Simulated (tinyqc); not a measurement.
Raising the sheet density: Gamma, L and X subbands of a thin body with non-parabolic valleys.

Hard walls, flat band, c = hbar^2/2m0, energies from the bulk Gamma edge. For a valley at angle theta to the normal 1/m_z = cos^2/ml + sin^2/mt and m_d = sqrt(ml mt^2/m_z). Subband n starts at E_v + e with e (1 + a e) = c (n pi/t)^2/m_z, and its density-of-states mass is taken as m_d (1 + 2 a e), without further growth at higher in-plane energy. Groups are named by valley and degeneracy.

n_i = g m/(2 pi c) kB T ln(1 + exp((EF - E_i)/kB T)), sum n_i = Ns (1e12/cm^2 = 1e-4/angstrom^2), c = hbar^2/2m0. Quantum capacitance Cq = 1602.176634 sum g m/(2 pi c) f_i in microfarad/cm^2 with f_i = 1/(1 + exp((E_i - EF)/kB T)); Cox = 34.5313/eot (one gate); C/Cox = Cq/(Cq + Cox), the centroid term left out.

Constants: hbar^2/2m0 = 3.80998211 eV angstrom^2; kB = 8.617333262e-05 eV/K.

Values chosen for the exercise (near those of a thin InAs channel; shifted at random, so the results belong to these values and not to a real crystal):
- face = 100 (surface)
- mG = 0.0257 m0 (Gamma mass)
- aG = 2.3 1/eV (Gamma non-parabolicity)
- EL = 0.734 eV (L edge above Gamma)
- mL = (0.615, 0.049) m0 (L valleys (four, along <111>): ml, mt)
- EX = 1.027 eV (X edge above Gamma)
- mX = (1.17, 0.166) m0 (X valleys (three, along <100>): ml, mt)
- aS = 0.35 1/eV (non-parabolicity of L and X)
- t = 46 angstrom (body thickness)
- T = 300 K (temperature)
- eot = 10 angstrom (equivalent oxide thickness)
- Nl = (0.5, 1, 2, 4, 7, 11, 16) x 1e12/cm^2 (sheet densities)

Fixed thickness, n = 1 to 8 of all groups; the gate overdrive above the lowest edge is (EF - E_lowest)/e + 0.1602177 Ns/Cox in volts.

Results:
```
Ns (1e12/cm^2)  EF - lowest (eV)  Gamma share (%)     Cq  C/Cox  overdrive (V)
0.5                       -0.002            100.0   2.26  0.396          0.022
1.0                        0.026            100.0   3.43  0.498          0.073
2.0                        0.067            100.0   4.34  0.557          0.160
4.0                        0.137            100.0   4.64  0.574          0.323
7.0                        0.240            100.0   4.67  0.575          0.565
11.0                       0.377            100.0   4.70  0.577          0.888
16.0                       0.515             97.9  10.02  0.744          1.257
```

The lowest subband is G1 n=1. At the highest density band filling takes 0.515 V of the 1.257 V overdrive. Cq grows from 2.3 to 10.0 microfarad/cm^2 while EF moves from -0.002 to +0.515 eV against the lowest edge; the Gamma share stays within 98 to 100 %.

Run: tinyqc, `OMP_NUM_THREADS=1 python tinyqc.py 1251693 1251694 out.jsonl`; Intel(R) Xeon(R) Processor @ 2.30GHz, one thread, shared host; about 0.02 s of CPU time with all checks.
